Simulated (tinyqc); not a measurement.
Worked calculation: surface photovoltage measurement of the minority-carrier diffusion length in a wafer. Computed by tinyqc, a small Python program that keeps every step. Command: `OMP_NUM_THREADS=1 python tinyqc.py 3130576 3130577 out.jsonl spv walk`. One thread of a shared host (Intel(R) Xeon(R) Processor @ 2.30GHz), about 0.01 s of CPU time with the checks. Intermediate numbers are printed to about 5 digits and carried at full precision; extremes and crossings named in words are read from the listed rows.

Low injection, steady light, a depletion layer much thinner than 1/alpha and L. The excess density dn is taken at the front edge of the neutral region; light that reaches the back is lost.

Inputs (values chosen for the exercise, modelled on p-type silicon at room temperature):
```
quantity,value,unit
diffusion length L,210,micrometre
wafer thickness W,775,micrometre
diffusivity D,32.1,cm^2/s
front recombination velocity S_f,330,cm/s
back recombination velocity S_b,200000,cm/s
photon flux entering,1.2e+13,1/(cm^2 s)
minority density at the surface barrier scale n_0,2.9e+09,1/cm^3
temperature T,298,K
wavelength,869,nm
relative noise of each reading,0,%
diffusion length after pair splitting over L,0.41,-
iron factor C,1.05e+16,micrometre^2/cm^3
```

Constants: k_B = 8.617333262e-05 eV/K.

## One wavelength

alpha = (84.732/lambda - 76.417)^2 per cm with lambda in micrometre (an empirical fit for silicon between 0.7 and 1.05 micrometre). Thick wafer: dn = Phi L/((S_f + D/L)(L + 1/alpha)). Finite wafer, with s = S_b L/D, w = W/L, a = alpha L: dn = [Phi a/(a^2 - 1)] [a - B - exp(-alpha W)(a - s)/(cosh w + s sinh w)]/(S_f + B D/L), B = (sinh w + s cosh w)/(cosh w + s sinh w). Photovoltage V = (k_B T/e) ln(1 + dn/n_0). Lifetime = L^2/D.

alpha = 444.71 1/cm

penetration depth 1/alpha = 22.487 micrometre

dn, thick wafer = 5.8321e+09 1/cm^3

B = 1.0012

dn, finite wafer = 5.8253e+09 1/cm^3

photovoltage V = 28.287 mV

lifetime = 13.738 microsecond

Caution: dn is not small against n_0, so V is not linear in the flux; the constant-flux reading then needs dn, not V.

## The linear plot

normal deviates g for the noise: [1.13, 0.78, 0.89, 0.03, -0.07, 0.76, -0.02]

Readings y = (Phi/dn) (1 + noise x g) at 780, 830, 880, 920, 950, 975 and 995 nm; a least-squares line y = c (1/alpha + L_app) gives L_app = intercept/slope.

Readings:
```
lambda (nm),1/alpha (micrometre),y (cm/s),line (cm/s)
780,9.64,1945.9,1945.5
830,15.18,1995.1,1994.8
880,25.33,2085.2,2085.2
920,40.66,2221.3,2221.6
950,61.28,2404.5,2405.2
975,90.92,2668.4,2669.0
995,130.89,3025.5,3024.8
```

slope = 8.9014 cm/(s micrometre)

apparent length L_app = 208.92 micrometre

error of L_app (rounded to 0.001) = -0.514 %

Without noise the error would be -0.5 %, from the finite thickness at W/L = 3.7. S_f scales all readings alike and leaves L_app unchanged.

## Where the wafer is too thin

No noise; L is varied at fixed W, and the last two columns set S_b to 0 and to 1e7 cm/s.

Apparent length (micrometre):
```
L,W/L,given S_b,S_b = 0,S_b = 1e7
38.8,19.974,38.80,3.8800e+01,38.80
77.5,10.000,77.50,7.7500e+01,77.50
155.0,5.000,154.89,1.5510e+02,154.89
232.0,3.341,229.95,2.3397e+02,229.92
388.0,1.997,359.77,4.1745e+02,359.55
620.0,1.250,479.68,7.9448e+02,479.05
1010.0,0.767,565.69,1.7559e+03,564.62
1630.0,0.475,608.76,4.0637e+03,607.42
3100.0,0.250,630.94,1.1965e+04,629.45
```

With a fast back surface L_app levels off, at 629 micrometre in the last row; with a passive one it reaches up to 3.86 times L among these rows and is 12000 in the last. All three columns are within 5 % of L down to W/L = 3.3.

## Iron from two lengths

Splitting iron-boron pairs in boron-doped silicon shortens L; with nothing else changing, [Fe] = C (1/L_after^2 - 1/L^2). It is evaluated with the true lengths and with the apparent ones (without noise), which differ when the wafer is not thick against L.

L_after = 86.1 micrometre

[Fe] from the true lengths = 1.1783e+12 1/cm^3

[Fe] from the apparent lengths = 1.1758e+12 1/cm^3

bias, apparent over true less 1 (rounded to 0.001) = -0.208 %

Checks made by the program: dn against a finite-difference solution (relative difference 8e-06).
